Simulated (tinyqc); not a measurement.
Inside a calculation: three-band tight binding of a dichalcogenide monolayer. Values are carried at full precision from step to step, so a last printed digit may differ when a step is redone from the rounded ones.

Basis dz2, dxy, dx2-y2 on a triangular lattice, nearest neighbours; alpha = kx a/2, beta = sqrt3 ky a/2. h0 = e1 + 2 t0 (cos 2alpha + 2 cos alpha cos beta); h1 = -2 sqrt3 t2 sin alpha sin beta + 2i t1 (sin 2alpha + sin alpha cos beta); h2 = 2 t2 (cos 2alpha - cos alpha cos beta) + 2i sqrt3 t1 cos alpha sin beta; h11 = e2 + 2 t11 cos 2alpha + (t11 + 3 t22) cos alpha cos beta; h22 = e2 + 2 t22 cos 2alpha + (3 t11 + t22) cos alpha cos beta; h12 = sqrt3 (t22 - t11) sin alpha sin beta + 4i t12 sin alpha (cos alpha - cos beta) + i lam sz. H = [[h0, h1, h2], [., h11, h12], [., ., h22]], Hermitian; the lowest band of each spin is filled. K = (4 pi/3a, 0), M = (pi/a, pi/(sqrt3 a)).

Inputs chosen for the exercise (near a published set for monolayer MoTe2; not measured data):
```
symbol  value         unit        meaning
a       3.549         angstrom    lattice constant
e1      0.605         eV          level of dz2
e2      1.977         eV          level of dxy and dx2-y2
t0      -0.167        eV          hopping
t1      0.228         eV          hopping
t2      0.388         eV          hopping
t11     0.202         eV          hopping
t12     0.242         eV          hopping
t22     0.252         eV          hopping
lam     0.108         eV          spin-orbit constant
sz      -1                        spin
k       (1.17, 0.28)  1/angstrom  wave vector
```

## H at one k

Form alpha, beta and the matrix.

alpha, beta (rad): 2.07617  0.86059

H (eV):
```
,z2,xy,x2-y2
z2,0.9933,-0.8917-0.1262i,-0.1673-0.2899i
xy,-0.8917+0.1262i,1.4600,0.0575-1.0703i
x2-y2,-0.1673+0.2899i,0.0575+1.0703i,1.4384
```

## Levels and weights

Diagonalise H.

levels (eV): -0.2270  1.4278  2.6909

weights:
```
,band 1,band 2,band 3
z2,0.344,0.549,0.107
xy,0.398,0.056,0.547
x2-y2,0.258,0.395,0.347
```

## Closed forms at K and Gamma

Three-band model of dz2 (level e1) and dxy, dx2-y2 (level e2), spin sz = +/-1; t1 and t2 drop out at these points. At K: e2 - (3/2)(t11 + t22) - 3 sqrt3 t12 + lam sz (valence), e1 - 3 t0 (conduction), e2 - (3/2)(t11 + t22) + 3 sqrt3 t12 - lam sz. At Gamma: e1 + 6 t0 (valence) and e2 + 3 (t11 + t22) -/+ lam.

Levels (eV):
```
point,band 1,band 2,band 3
"K, spin up",0.1465,1.1060,2.4455
"K, spin down",-0.0695,1.1060,2.6615
Gamma,-0.3970,3.2310,3.4470
```

smallest direct gap at K = 0.9595 eV
Ev(K) - Ev(Gamma) = 0.5435 eV

Of the two points, the valence band is higher at K, by 544 meV. The dz2 conduction state at K has no atomic orbital angular momentum (Lz = 0) and is not split at this order.

## Bands for both spins

The two lowest bands at the points named.

Levels (eV):
```
k,"v, up","c, up","v, down","c, down"
G,-0.3970,3.2310,-0.3970,3.2310
G-K 0.25,-0.2818,2.9449,-0.2890,2.9326
G-K 0.5,-0.1594,2.4525,-0.2114,2.3205
G-K 0.6,-0.1534,2.1756,-0.2331,2.0410
G-K 0.75,-0.0949,1.6569,-0.2233,1.5765
G-K 0.9,0.0764,1.2190,-0.1143,1.1962
K,0.1465,1.1060,-0.0695,1.1060
K-M 0.5,-0.1234,1.3904,-0.2462,1.3590
M,-0.3109,1.4208,-0.3109,1.4208
M-G 0.5,-0.1890,2.3644,-0.1890,2.3644
```

The spins are degenerate from M to Gamma, since a vertical mirror plane holds this line and flips sz, and the valence splitting is largest at K (216 meV). The lowest conduction level listed is at K. With nearest neighbours alone the model is made for the neighbourhood of K.

## Checks

- Closed forms at K against the matrix: they agree to 1e-10 or better.

Run: tinyqc, `OMP_NUM_THREADS=1 python tinyqc.py 1452388 1452389 out.jsonl`; Intel(R) Xeon(R) Processor @ 2.30GHz, one thread, shared host; about 0.01 s of CPU time with all checks.
